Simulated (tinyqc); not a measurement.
# Front-illuminated p-i-n photodiode, quantum efficiency and bandwidth, step by step

Computed by the program tinyqc: `OMP_NUM_THREADS=1 python tinyqc.py 2250043 2250044 out.jsonl`, one thread of a shared Intel Xeon 2.30GHz, about 0.01 s for the whole run. Printed values are rounded.

Light enters through a p layer (0 to xp), a depleted layer (xp to xp + wi) and a thick n substrate, decaying as exp(-al x); one pass, no back reflection. Carriers made in the depleted layer are all collected; those in the neutral layers diffuse.

Values chosen for this exercise; values close to those of germanium at this wavelength:
- lam = 1550 nm (wavelength)
- al = 1550 1/cm (absorption coefficient)
- Rf = 0.1 (reflectance of the front face)
- eps_r = 16.6 (relative permittivity)
- xp = 0.098 um (thickness of the front p layer)
- wi = 2.7 um (thickness of the depleted layer)
- Dn = 14 cm^2/s (electron diffusion coefficient in the p layer)
- Ln = 17 um (electron diffusion length in the p layer)
- S = 1e6 cm/s (recombination velocity of the front surface)
- Lp = 23 um (hole diffusion length in the thick n substrate)
- ve = 6.27e6 cm/s (electron drift velocity)
- vh = 4.25e6 cm/s (hole drift velocity)
- dia = 51 um (diameter)
- RL = 50 ohm (load resistance)
- Cp = 9 fF (parasitic capacitance)
- f = 12 GHz (modulation frequency)

Constants: q = 1.602176634e-19 C, h = 6.62607015e-34 J s, c = 299792458 m/s, eps0 = 8.8541878128e-14 F/cm where lengths are in cm. Results are converted to the units shown.

## Quantum efficiency

k = al Ln, s = S Ln/Dn, e = exp(-al xp); front layer f1 = (k/(k^2 - 1)) {[s + k - e (s cosh(xp/Ln) + sinh(xp/Ln))]/[s sinh(xp/Ln) + cosh(xp/Ln)] - k e}; depleted layer f2 = e (1 - exp(-al wi)); substrate f3 = e exp(-al wi) al Lp/(1 + al Lp); external efficiency (1 - Rf)(f1 + f2 + f3); responsivity = efficiency q lam/(h c).

s = 121.4286
f1 = 0.01196355
f2 = 0.3368116
f3 = 0.5061387
external efficiency = 0.7694225
responsivity = 0.9619008 A/W

The front layer absorbs 1.51 % of the light that enters and collects 79.4 % of that. Diffusion from the neutral layers makes up 60.6 % of the current.

## Response at one frequency

Drift response for pairs made in the depleted layer, a = al wi, g = 1 - exp(-a), u = 2 pi i f, te = wi/ve, th = wi/vh: electrons He = [g - a (exp(-a) - exp(-u te))/(u te - a)]/(u te g), holes Hh = [g - a (1 - exp(-a - u th))/(a + u th)]/(u th g); C = eps0 eps_r pi (dia/2)^2/wi + Cp; total |He + Hh|/sqrt(1 + (2 pi f RL C)^2), for the current of the depleted layer alone.

te = 43.06220 ps
th = 63.52941 ps
He = 0.1871588-0.3443109i
Hh = 0.0532676-0.2391068i
|He + Hh| = 0.6310159
C = 120.2047 fF
total response = 0.5747550

The drift response alone falls to 1/sqrt(2) at 10.4 GHz and the RC term alone at 26.5 GHz; together they give 9.42 GHz.
